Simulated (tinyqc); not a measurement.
## Avrami exponent and activation energy from three anneals

Question. Isothermal crystallisation follows X = 1 - exp(-(k t)^n) with k proportional to exp(-Ec q/(kB T)). Find n, k at both temperatures and Ec.

Constants: q = 1.602176634e-19 C, kB = 1.380649e-23 J/K. Results are converted to the units shown.

X at (445 K, 300 s), (445 K, 600 s) and (465 K, 48 s): 0.11501019  0.85841660  0.34407296

Solution. -ln(1 - X) = (k t)^n: the two times give n, and the two rates give Ec.

n = 4.00
k at 445 K = 0.00197 1/s
k at 465 K = 0.0168 1/s
Ec = 1.91 eV

Computed by the program tinyqc: `OMP_NUM_THREADS=1 python tinyqc.py 2490134 2490135 out.jsonl`, one thread of a shared Intel Xeon 2.30GHz, about 0.02 s for the whole run.
